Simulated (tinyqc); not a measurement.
Worked calculation: CIS on RHF in the 6-31g basis, for H2, spin multiplicity 1. One step of it, computed by the program tinyqc.

Question. CIS matrix, triplets. A(ia,jb) = (e_a - e_i) d_ij d_ab - (ij|ab).

orbital energies (hartree): [-0.619664, 0.258159, 0.739502, 1.514641]

Two-electron integrals over orbitals (pq|rs), unique and non-zero (hartree):
```
(11|11) 0.679667    (21|21) 0.071826    (22|11) 0.430950    (22|22) 0.382109
(31|11) 0.177049    (31|22) 0.044601    (31|31) 0.112926    (32|21) -0.025144
(32|32) 0.038408    (33|11) 0.539780    (33|22) 0.376479    (33|31) 0.118978
(33|33) 0.460782    (41|21) -0.077333   (41|32) -0.013348   (41|41) 0.145545
(42|11) -0.143196   (42|22) -0.049886   (42|31) -0.069270   (42|33) -0.091743
(42|42) 0.062155    (43|21) -0.072335   (43|32) 0.004188    (43|41) 0.119799
(43|43) 0.113621    (44|11) 0.694910    (44|22) 0.439516    (44|31) 0.209738
(44|33) 0.557279    (44|42) -0.166404   (44|44) 0.775732
```

Give: CIS matrix A, triplet.

Answer.

CIS matrix A, triplet (hartree), order 1>2, 1>3, 1>4:
```
[[0.4469, 0.0000, 0.1432],
 [0.0000, 0.8194, 0.0000],
 [0.1432, 0.0000, 1.4394]]
```
